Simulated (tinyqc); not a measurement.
## Mass from the capacitance plateau

Problem. Once one two-dimensional band is degenerate, Cq = q gv md m0 q/(pi hbar^2) and 1/C_G = 1/Cox + 1/Cq (no traps). Find Cq, md and the oxide-equivalent thickness 3.9 eps0/Cq that it adds.

Values chosen for this exercise: valley degeneracy gv = 2.

Constants: q = 1.602176634e-19 C, hbar = 1.054571817e-34 J s, m0 = 9.1093837015e-31 kg, eps0 = 8.8541878128e-14 F/cm where lengths are in cm. Results are converted to the units shown.

C_G on the plateau = 0.66704295 uF/cm^2
Cox = 0.67708495 uF/cm^2

Answer. Removing Cox from the series leaves Cq, which is proportional to gv md.

Cq = 44.98 uF/cm^2
md = 0.3360 m0
added thickness = 0.07678 nm

tinyqc, about 0.01 s, one thread, Intel Xeon 2.30GHz (shared host): `OMP_NUM_THREADS=1 python tinyqc.py 2200056 2200057 out.jsonl`
